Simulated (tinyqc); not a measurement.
An Irvin curve: changing the peak concentration: sheet resistance and Hall data of a diffused or implanted layer. Computed by tinyqc, a small Python program. Command: `OMP_NUM_THREADS=1 python tinyqc.py 3030766 3030767 out.jsonl layer sweep`. One thread of a shared host (Intel(R) Xeon(R) Processor @ 2.30GHz), about 0.01 s of CPU time with the checks.

Carriers are taken equal to the net active doping down to the junction (full ionisation, which deep dopants in wide-gap hosts do not reach; no spill-over, no depletion), and the Hall factor is 1.

Inputs (values chosen for the exercise, modelled on aluminium in 4H-SiC):
```
quantity                                 value        unit
mu_min                                    16.1  cm^2/(V s)
mu_max                                     128  cm^2/(V s)
N_ref                                  1.7e+19      1/cm^3
exponent alpha                            0.33           -
length scale l                             200          nm
background doping N_B (opposite type)  7.6e+15      1/cm^3
```

Profile: Gaussian at the surface. Activation: complete.

Constants: e = 1.602176634e-19 C.

Method:
- N(x) = N_0 exp(-x^2/l^2), dose N_0 l sqrt(pi)/2, junction x_j = l sqrt(ln(N_0/N_B)).
- Mobility mu = mu_min + (mu_max - mu_min)/(1 + (N_t/N_ref)^alpha), N_t = active doping + N_B; carriers n = active doping - N_B, all dopants active.
- Integrals from x_0 (0 unless stated) to x_j by the midpoint rule on 400 even intervals: 1/R_s = e int n mu dx; sheet density n_s = int n dx; Hall sheet density (int n mu dx)^2/int n mu^2 dx; Hall mobility int n mu^2 dx/int n mu dx.
- Mean conductivity 1/(R_s x_j); mean mobility 1/(e n_s R_s).

One run for each value; columns: (1) peak concentration N_0 (1/cm^3); (2) mean conductivity 1/(R_s x_j) (S/cm); (3) sheet resistance R_s (ohm); (4) Hall mobility (cm^2/(V s)); (5) junction depth x_j (nm); (6) sheet density n_s (1/cm^2):
```
(1)          (2)    (3)     (4)     (5)         (6)
1.50e+17   1.203  24057  110.09  345.40  2.3574e+12
2.50e+17   1.897  14102  107.73  373.81  4.1107e+12
4.00e+17   2.858   8788  105.26  398.16  6.7527e+12
6.50e+17   4.339   5463  102.42  421.84  1.1167e+13
1.10e+18   6.791   3301   99.01  446.09  1.9127e+13
1.70e+18   9.811   2191   95.95  465.20  2.9748e+13
2.80e+18  14.919   1379   92.20  486.18  4.9230e+13
4.50e+18  22.167    893   88.41  505.32  7.9348e+13
7.40e+18  33.490    569   84.24  524.64  1.3074e+14
1.20e+19  49.890    369   80.04  542.75  2.1226e+14
```

Describe the trends.

Over the rows, mean conductivity 1/(R_s x_j) (S/cm) rises from 1.20 to 49.9 (exponent d ln y / d ln x 0.89 between the first rows and 0.82 between the last); sheet resistance R_s (ohm) falls from 24100 to 369 (exponent d ln y / d ln x -1.0 between the first rows and -0.89 between the last); Hall mobility (cm^2/(V s)) falls from 110 to 80.0 (exponent d ln y / d ln x -0.043 between the first rows and -0.11 between the last).

Extremes, crossings and ranges named in words are read from the listed rows.
